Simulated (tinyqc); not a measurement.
Depth and level of a trap from the time ratio.

Inverse problem. For an oxide trap tc/te = exp(E/Vt) with E = E0 - dpsi - (xt/tox)(Vg - VT - dpsi), dpsi being the rise of the surface potential above its value at threshold. Find xt and E0, and the depth that would be read if dpsi were ignored.

Values chosen for this exercise: temperature T = 350 K; insulator thickness tox = 3.5 nm.

Constants: q = 1.602176634e-19 C, kB = 1.380649e-23 J/K, Vt = kB T/q. Results are converted to the units shown.

Vg - VT (V): [0.47, 0.62]
tc/te: [1.6125470, 0.42493063]
dpsi (V): [0.092549722, 0.10181075]

Solution. E + dpsi is a straight line in the oxide voltage Vg - VT - dpsi with slope -xt/tox and intercept E0. Ignoring dpsi assigns the motion of the bands to the trap and overstates its depth.

xt = 0.7700 nm
E0 = 0.1900 eV
depth read without dpsi = 0.9386 nm

Program tinyqc, `OMP_NUM_THREADS=1 python tinyqc.py 2710162 2710163 out.jsonl`; Intel Xeon 2.30GHz, shared host, one thread, about 0.01 s.
